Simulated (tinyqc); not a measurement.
MOS capacitor on an n-type substrate, surface potential from the exact charge relation: one step of the calculation.

Uniform n-type substrate, Boltzmann statistics, full ionisation, classical densities. psi is the surface potential against the body (positive when the bands bend down) and u = -psi/Vt. Traps are spread evenly over the gap and neutral at flat band, so their charge is -q Dit psi; the minority quasi-Fermi level is shifted by Vb.

Problem. Flat band, threshold and scales. ni = sqrt(Nc Nv) exp(-Eg/(2 Vt)), Eg in volts; phiF = Vt ln(N/ni); Cox = eps0 eox/tox; Vfb = phiM - chi - Vt ln(Nc/N) - q Nf/Cox; Q0 = sqrt(2 eps0 eps_r q N Vt); r = (ni/N)^2 exp(-Vb/Vt); VT = Vfb - [(2 phiF + Vb)(1 + q Dit/Cox) + sqrt(2 eps0 eps_r q N (2 phiF + Vb))/Cox].

Values chosen for this exercise; band and dielectric values close to those of silicon: temperature T = 400 K; band gap Eg = 1.13 eV; relative permittivity eps_r = 11.7; conduction-band density of states at T Nc = 4.39e19 cm^-3; valence-band density of states at T Nv = 4.11e19 cm^-3; electron affinity chi = 4.03 eV; donor density of the substrate N = 7.1e16 cm^-3; relative permittivity of the gate insulator (close to silicon dioxide) eox = 3.9; insulator thickness tox = 15 nm; gate work function phiM = 4.54 eV; fixed charge at the interface, in units of q Nf = 1.1e11 cm^-2; density of interface traps Dit = 0 cm^-2 eV^-1; reverse bias of the inversion layer against the body Vb = 0.6 V.

Constants: q = 1.602176634e-19 C, kB = 1.380649e-23 J/K, Vt = kB T/q, eps0 = 8.8541878128e-14 F/cm where lengths are in cm. Results are converted to the units shown.

Give: ni; phiF; Cox; Vfb; Q0; r; VT.

Solution.

ni = 3.2320e12 cm^-3
phiF = 0.34460 V
Cox = 0.23021 uF/cm^2
Vfb = 0.21191 V
Q0 = 28.503 nC/cm^2
r = 5.7115e-17
VT = -1.8345 V

Computed by the program tinyqc: `OMP_NUM_THREADS=1 python tinyqc.py 2060070 2060071 out.jsonl`, one thread of a shared Intel Xeon 2.30GHz, about 0.01 s for the whole run.
